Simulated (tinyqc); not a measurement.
Ewald sum of point charges, fcc in a neutralising background, strained along z by a factor 1.06, lattice, step by step. Computed by tinyqc, a small Python program that keeps every step. Command: `OMP_NUM_THREADS=1 python tinyqc.py 26702 26703 out.jsonl` (the two numbers bound the seeds that draw the settings). One thread of a shared host (Intel(R) Xeon(R) Processor @ 2.60GHz), about 0.02 s of CPU time with the checks.

## Ewald sum with eta = 0.449 1/bohr

cell vectors (rows) (bohr):
```
          1         2         3
1  0.000000  3.880000  4.113000
2  3.880000  0.000000  4.113000
3  3.880000  3.880000  0.000000
```

Charges:
```
q               f1        f2        f3
2.000000  0.000000  0.000000  0.000000
```

Real space: 1/2 sum q_i q_j erfc(eta r)/r over all images with r > 0; reciprocal space: (2 pi/V) sum_(G != 0) exp(-G^2/4 eta^2)/G^2 |S(G)|^2 with S(G) = sum q exp(i G.r); self term -eta/sqrt(pi) sum q^2; background -pi Q^2/(2 V eta^2), Q the total charge.

Real-space shells (first ones):
```
r (bohr)   pairs  sum (hartree)
5.487149       4       0.000720
5.654305       8       0.000934
7.760000       4       8.59e-07
8.226000       2       8.54e-08
9.601498      16       3.61e-09
9.888168       8       5.52e-10
10.974297      4              0
11.308611      8              0
12.269637      8              0
12.345297      8              0
12.934656      8              0
```

Reciprocal shells (first ones that count):
```
G^2 (1/bohr^2)  vectors  sum (hartree)
1.894613              8       0.081771
2.333685              2       0.009628
2.622384              4       0.011980
4.956069              8       0.000702
5.244768              4       0.000232
6.561984              8       0.000072
7.139381             16       0.000065
7.578453              8       0.000018
9.334742              2       4.08e-07
10.489536             4       1.74e-07
11.806752            16       1.20e-07
11.957126             8       4.93e-08
```

## The total does not depend on eta

The same sums for other eta.

Totals (hartree per cell):
```
eta           real  reciprocal       self  background        total
0.449000  0.001655    0.104469  -1.013284   -0.251672  -1.15883295
0.630000  2.81e-06    0.390756  -1.421758   -0.127834  -1.15883295
0.806000  9.08e-10    0.738215  -1.818947   -0.078101  -1.15883295
```

shortest distance = 5.487149 bohr
